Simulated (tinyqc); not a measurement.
Hueckel theory of the pi electrons with the omega technique, for the molecule c1ccc2cccc-2cc1 (SMILES; centres numbered as the heavy atoms are written), step by step. One step of it, computed by the program tinyqc.

Problem. Energy, charges, bond orders. E = sum n x; q_r = z_r - P_rr; bond order p = P_rs; free valence = sqrt(3) - sum of p over the bonds of the atom.

final x values: 2.297896  1.667067  1.398088  0.871205  0.408099  -0.341003  -0.725093  -1.612632  -1.860348  -2.103278

occupations: 2.000000  2.000000  2.000000  2.000000  2.000000  0.000000  0.000000  0.000000  0.000000  0.000000

final P:
```
            1C         2C         3C         4C         5C         6C         7C         8C
1C    0.908514   0.640903   0.125621  -0.225482   0.024168   0.188950   0.024168  -0.225482
2C    0.640903   0.976778   0.657244  -0.008057  -0.239981   0.011074   0.198144  -0.042208
3C    0.125621   0.657244   0.896115   0.600895   0.015140  -0.231566  -0.085268   0.177182
4C   -0.225482  -0.008057   0.600895   1.021283   0.605800  -0.046235  -0.232755   0.362055
5C    0.024168  -0.239981   0.015140   0.605800   1.128008   0.652040  -0.179871  -0.232755
6C    0.188950   0.011074  -0.231566  -0.046235   0.652040   1.047117   0.652040  -0.046235
7C    0.024168   0.198144  -0.085268  -0.232755  -0.179871   0.652040   1.128008   0.605800
8C   -0.225482  -0.042208   0.177182   0.362055  -0.232755  -0.046235   0.605800   1.021283
9C    0.125621  -0.240266  -0.173604   0.177182  -0.085268  -0.231566   0.015140   0.600895
10C   0.640903   0.013606  -0.240266  -0.042208   0.198144   0.011074  -0.239981  -0.008057

            9C        10C
1C    0.125621   0.640903
2C   -0.240266   0.013606
3C   -0.173604  -0.240266
4C    0.177182  -0.042208
5C   -0.085268   0.198144
6C   -0.231566   0.011074
7C    0.015140  -0.239981
8C    0.600895  -0.008057
9C    0.896115   0.657244
10C   0.657244   0.976778
```

Centres:

| centre | z_r, pi electrons of the neutral centre | h |
|---|---|---|
| 1C | 1 | 0.000000 |
| 2C | 1 | 0.000000 |
| 3C | 1 | 0.000000 |
| 4C | 1 | 0.000000 |
| 5C | 1 | 0.000000 |
| 6C | 1 | 0.000000 |
| 7C | 1 | 0.000000 |
| 8C | 1 | 0.000000 |
| 9C | 1 | 0.000000 |
| 10C | 1 | 0.000000 |

Bonds:

| i | j | k |
|---|---|---|
| 1 | 2 | 1 |
| 2 | 3 | 1 |
| 3 | 4 | 1 |
| 4 | 5 | 1 |
| 5 | 6 | 1 |
| 6 | 7 | 1 |
| 7 | 8 | 1 |
| 8 | 9 | 1 |
| 9 | 10 | 1 |
| 10 | 1 | 1 |
| 8 | 4 | 1 |

Give: pi energy = 10 alpha + this times beta; pi charges; Bond orders and lengths from R = 1.517 - 0.180 p; free valence of the carbons; gap between the highest filled and the next level.

Solution.

pi energy = 10 alpha + this times beta = 13.285

pi charges: 1C 0.091, 2C 0.023, 3C 0.104, 4C -0.021, 5C -0.128, 6C -0.047, 7C -0.128, 8C -0.021, 9C 0.104, 10C 0.023

Bond orders and lengths from R = 1.517 - 0.180 p (angstrom, C-C alone):

| bond | p | R |
|---|---|---|
| 1-2 | 0.641 | 1.402 |
| 2-3 | 0.657 | 1.399 |
| 3-4 | 0.601 | 1.409 |
| 4-5 | 0.606 | 1.408 |
| 5-6 | 0.652 | 1.400 |
| 6-7 | 0.652 | 1.400 |
| 7-8 | 0.606 | 1.408 |
| 8-9 | 0.601 | 1.409 |
| 9-10 | 0.657 | 1.399 |
| 10-1 | 0.641 | 1.402 |
| 8-4 | 0.362 | 1.452 |

free valence of the carbons: 1C 0.450, 2C 0.434, 3C 0.474, 4C 0.163, 5C 0.474, 6C 0.428, 7C 0.474, 8C 0.163, 9C 0.474, 10C 0.434

gap between the highest filled and the next level = 0.749 |beta|
